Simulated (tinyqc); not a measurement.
Inside a calculation. Method: coherent transport through a tight-binding region between two chains. Computed by tinyqc, a small Python program that keeps every step. Settings: temperature = 4, mu = 0.48. Command: `OMP_NUM_THREADS=1 python tinyqc.py 26210 26211 out.jsonl` (the two numbers bound the seeds that draw the settings). One thread of a shared host (Intel(R) Xeon(R) Processor @ 2.60GHz), about 0.07 s of CPU time with the checks.

## Transmission at E = 0.89 eV

H of the central region (eV):
$$\begin{pmatrix}
0.000000 & -2.030000 & 0.000000 & 0.000000 \\
-2.030000 & 0.000000 & -2.030000 & 0.000000 \\
0.000000 & -2.030000 & 0.000000 & -1.220000 \\
0.000000 & 0.000000 & -1.220000 & 0.000000
\end{pmatrix}$$

Leads: semi-infinite chains with site energy 0:
```
parameter                           value
lead hopping t (eV)              2.450000
coupling to the left lead (eV)   0.290000
coupling to the right lead (eV)  1.310000
left contact site                       1
right contact site                      4
```

E = 0.890000 eV

Surface Green function g = (E - i sqrt(4 t^2 - E^2)) / (2 t^2); self-energy tc^2 g on each contact site; G = (E - H - Sigma)^(-1); Gamma = -2 Im Sigma; T = Gamma_L Gamma_R |G_LR|^2; local density of states -Im G_ii / pi.

g = 0.074136-0.401374i 1/eV

G (1/eV):
$$\begin{pmatrix}
0.489844-0.824930i & 0.265639+0.350990i & -0.606306+0.671048i & 0.000300-1.073559i \\
0.265639+0.350990i & -0.109810-0.157221i & 0.275115-0.282060i & -0.017982+0.467371i \\
-0.606306+0.671048i & 0.275115-0.282060i & 0.485689-0.547386i & 0.007584+0.868652i \\
0.000300-1.073559i & -0.017982+0.467371i & 0.007584+0.868652i & 0.024388-1.411364i
\end{pmatrix}$$

local density of states (1/eV): [0.262583, 0.050045, 0.174238, 0.449251]

transmission = 0.107189

## Transmission across the band

The same steps on a grid of energies.

T(E):
```
E (eV)              T
-4.65500000  4.83e-06
-4.18950000  0.000046
-3.72400000  0.000372
-3.25850000  0.008905
-2.79300000  0.022198
-2.32750000  0.007736
-1.86200000  0.010024
-1.39650000  0.025328
-0.93100000  0.098767
-0.46550000  0.090260
0.00000000   0.062579
0.46550000   0.090260
0.93100000   0.098767
1.39650000   0.025328
1.86200000   0.010024
2.32750000   0.007736
2.79300000   0.022198
3.25850000   0.008905
3.72400000   0.000372
4.18950000   0.000046
4.65500000   4.83e-06
```

levels of the isolated region (eV): [-3.008764, -0.823129, 0.823129, 3.008764]

## Current

I = (2e/h) int T(E) [f(E - mu - V/2) - f(E - mu + V/2)] dE at 4 K with mu = 0.48 eV, the bias not changing H; 2e^2/h = 77.48092 microsiemens; the integral runs over the band on 4001 points.

Current:
```
V (volt)  I (microampere)
0.010000         0.072508
0.050000         0.360812
0.100000         0.716218
0.200000         1.429747
0.400000         2.887991
0.800000         5.758520
```
